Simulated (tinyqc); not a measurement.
## A chain with two barriers and dephasing by Buettiker voltage probes: coherent and dephased transmission against energy

Sites 1 to 3 form a chain with hopping -t. Lead L joins site 1 and lead R site 3, both semi-infinite chains with hopping -t and site energy 0. Every site carries a probe with self-energy -i Gamma_p/2 that draws no net current. Linear response at zero temperature: mu_L = 1, mu_R = 0 in units of the bias.

Sigma = t^2 g(E), g(x) = (x - i sqrt(4 t^2 - x^2))/(2 t^2) for |x| < 2 t and (x - sign(x) sqrt(x^2 - 4 t^2))/(2 t^2) otherwise; Gamma = -2 Im Sigma; G = (E - H - Sigma_L - Sigma_R + i Gamma_p/2)^(-1). With Gamma the broadening by one lead, T_RL = Gamma^2 |G_(3,1)|^2, T_pL = Gamma Gamma_p |G_(p,1)|^2, T_pR = Gamma Gamma_p |G_(p,3)|^2, T_pq = Gamma_p^2 |G_(p,q)|^2 for p != q. No current into probe p: W mu = T_pL with W_pp = T_pL + T_pR + sum_q T_pq and W_pq = -T_pq. Then T_eff = T_RL + sum_p T_pR mu_p, and the resistance is (h/2q^2)/T_eff. Without probes means Gamma_p = 0.

Parameters, values chosen for the exercise: hopping (matrix element -t) t = 1 eV; site energies 1 to N U = [3.2, 0, 2.1] eV; probe broadening Gamma_p gp = 0.086 eV.

Coherent and dephased transmission against energy:

| E (eV) | T without probes | T_eff |
|---|---|---|
| -1.8 | 0.0031918 | 0.0057692 |
| -1.5 | 0.014788 | 0.021566 |
| -1.2 | 0.054501 | 0.070514 |
| -0.9 | 0.25830 | 0.27770 |
| -0.6 | 0.88029 | 0.71431 |
| -0.3 | 0.29417 | 0.30732 |
| 0 | 0.12465 | 0.14149 |
| 0.3 | 0.072264 | 0.084240 |
| 0.6 | 0.049039 | 0.057567 |
| 0.9 | 0.035989 | 0.042365 |
| 1.2 | 0.026993 | 0.031966 |
| 1.5 | 0.019098 | 0.023044 |
| 1.8 | 0.0096055 | 0.012466 |

Without probes T lies between 0.00319 and 0.880 in these rows, with them between 0.00577 and 0.714. The probes lower it in 1 rows and raise it in 12; the largest relative gain is at E = -1.8 eV, where the coherent value is 0.00319.

Program tinyqc, `OMP_NUM_THREADS=1 python tinyqc.py 2700132 2700133 out.jsonl`; Intel Xeon 2.30GHz, shared host, one thread, about 0.01 s.
